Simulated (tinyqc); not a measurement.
From one set of inputs to another, one input at a time: ballistic transport through the one-dimensional subbands of a rectangular nanowire or nanosheet channel. Computed by tinyqc, a small Python program. Command: `OMP_NUM_THREADS=1 python tinyqc.py 3014191 3014192 out.jsonl wire ladder`. One thread of a shared host (Intel(R) Xeon(R) Processor @ 2.30GHz), about 0.07 s of CPU time with the checks.

Hard walls, parabolic subbands, transport along x. Energies are counted from the bulk conduction band edge at the top of the barrier, which the gate pulls down by U; the source Fermi level lies at the bulk edge when U = 0.

The inputs printed are set A. Inputs not listed in the table keep their values of set A, so the rows need not describe a real material.

Inputs (values chosen for the exercise, modelled on silicon):

| quantity | value | unit |
|---|---|---|
| light mass m_t | 0.19 | m_0 |
| heavy mass m_l | 0.909 | m_0 |
| height a | 3.5 | nm |
| width b | 7 | nm |
| equivalent oxide thickness t | 1.8 | nm |
| gate voltage above flat band V_G | 0.58 | V |
| drain voltage V_D | 0.01 | V |
| temperature T | 300 | K |
| mean free path for back-scattering lambda | 6.6 | nm |
| channel length L | 26 | nm |

Valleys: silicon [100] wire.

Constants: hbar^2/(2 m_0) = 3.80998212 eV angstrom^2; k_B = 8.617333262e-05 eV/K; m_0 = 9.1093837015e-31 kg; k_B = 1.380649e-23 J/K; hbar = 1.054571817e-34 J s; eps_0 = 8.8541878128e-12 F/m; e = 1.602176634e-19 C; h = 6.62607015e-34 J s.

Method:
- E_pq = (hbar^2 pi^2/2)(p^2/(m_y b^2) + q^2/(m_z a^2)); valley pairs: (m_x, m_y, m_z) = (m_t, m_t, m_l), (m_t, m_l, m_t), (m_l, m_t, m_t), each with degeneracy g = 2; the 10 lowest subbands are kept.
- F_j(eta) = (1/Gamma(j + 1)) int_0^infinity x^j/(1 + exp(x - eta)) dx, F_0 = ln(1 + exp(eta)). Integrals over x = E/(k_B T) use 160 Gauss-Legendre points in u = sqrt(x) from 0 to sqrt(max(eta, 0) + 32).
- With degeneracy g = 2, eta_i = (U - E_i)/(k_B T) and u = e V_D/(k_B T): line density n = sum_i g sqrt(2 m_x k_B T/pi)/(2 hbar) [F_-1/2(eta_i) + F_-1/2(eta_i - u)]; gate: e n = C_ox (V_G - U/e), C_ox = 3.9 eps_0 2 (a + b)/t (flat-plate estimate); I = (2 e k_B T/h) sum_i g [F_0(eta_i) - F_0(eta_i - u)].
- Linear conductance G = (2 e^2/h) sum_i g f(eta_i), g = 2, f = 1/(1 + exp(-eta_i)), with the barrier frozen at the eta_i above; current per perimeter I/(2(a + b)); with scattering, transmission lambda/(lambda + L) and low-bias resistance (1 + L/lambda)/G.

Each row keeps all changes above it:

| input moved | from | to | ballistic current I (microampere) | mean velocity I/(e n) (1e7 cm/s) | current per perimeter (microampere/micrometre) |
|---|---|---|---|---|---|
| set A | - | - | 2.7010 | 0.15477 | 128.62 |
| channel length L (nm) | 26 | 84 | 2.7010 | 0.15477 | 128.62 |
| temperature T (K) | 300 | 77 | 2.5493 | 0.15503 | 121.40 |
| gate voltage above flat band V_G (V) | 0.58 | 0.7 | 3.7256 | 0.17838 | 177.41 |
| light mass m_t (m_0) | 0.19 | 0.2 | 3.6696 | 0.17365 | 174.74 |
| mean free path for back-scattering lambda (nm) | 6.6 | 120 | 3.6696 | 0.17365 | 174.74 |
| equivalent oxide thickness t (nm) | 1.8 | 1.4 | 4.8907 | 0.18280 | 232.89 |
| width b (nm) | 7 | 6.8 | 4.6452 | 0.17758 | 225.49 |

Which inputs carry the difference?

Ballistic current I goes from 2.70 to 4.65, a factor 1.72 in all. The largest single move comes from gate voltage above flat band V_G (a factor 1.46), and temperature T works against it (a factor 0.944). Mean velocity I/(e n) goes from 0.155 to 0.178, a factor 1.15 in all. The largest single move comes from gate voltage above flat band V_G (a factor 1.15), and width b works against it (a factor 0.9714). Current per perimeter goes from 129 to 225, a factor 1.75 in all. The largest single move comes from gate voltage above flat band V_G (a factor 1.46), and temperature T works against it (a factor 0.944). The single moves hold for this order of the switches; the total does not depend on the order.

Extremes, crossings and ranges named in words are read from the listed rows.
